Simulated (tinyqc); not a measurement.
Bond length: bond-orbital model of a tetrahedral semiconductor (Harrison's universal couplings).

Hybrid level eh = (es + 3 ep)/4; metallic energy V1 = (ep - es)/4 for each atom; covalent energy V2 = 3.22 hbar^2/(m d^2); polar energy V3 = (ehc - eha)/2; hbar^2/m = 2c, c = hbar^2/2m0. Polarity ap = V3/sqrt(V2^2 + V3^2), covalency ac = V2/sqrt(V2^2 + V3^2). p-p coupling at Gamma Exx = (4/3)(2.22 - 2 x 0.63) hbar^2/(m d^2) = 1.28 hbar^2/(m d^2), s-s coupling Ess = 4 x 1.32 hbar^2/(m d^2).

Constants: hbar^2/2m0 = 3.80998211 eV angstrom^2.

Values chosen for the exercise (near tabulated values for InAs; the model gives trends, and its gaps can be far from the real ones; the results hold for these values, not for the real material): esc = -10.27 eV (s level, cation); epc = -5.39 eV (p level, cation); esa = -18.66 eV (s level, anion); epa = -8.87 eV (p level, anion); d = 2.62 angstrom (bond length); Z = 5 (valence electrons of the anion).

d is scaled; levels stay. E0 is the s-like conduction level less Ev at Gamma (Ess = 5.28 u, Exx = 1.28 u); Z* = 4 ap - (Z - 4).

Against d:
```
d/d0,V2 (eV),ap,Z*,Ev (eV),E0 (eV)
0.94,4.045,0.5029,1.012,-9.499,2.883
0.96,3.878,0.5188,1.075,-9.455,2.608
0.99,3.647,0.5423,1.169,-9.395,2.235
1.00,3.574,0.5500,1.200,-9.376,2.119
1.01,3.504,0.5576,1.230,-9.359,2.008
1.02,3.436,0.5652,1.261,-9.342,1.901
1.04,3.305,0.5801,1.321,-9.310,1.698
```

Give the missing row, d/d0 = 0.98.

Computed row:
```
d/d0  V2 (eV)      ap     Z*  Ev (eV)  E0 (eV)
0.98    3.722  0.5345  1.138   -9.414    2.355
```

Compression raises V2 and E0: dE0/d ln(volume) = -3.78 eV, of which the valence band gives -0.60. The polarity falls under compression, from 0.550 to 0.503 at 0.94 (SiC is a known exception, whose effective charge rises under pressure).

Program tinyqc; command `OMP_NUM_THREADS=1 python tinyqc.py 1482617 1482618 out.jsonl`; about 0.01 s on one thread of a shared Intel(R) Xeon(R) Processor @ 2.30GHz.
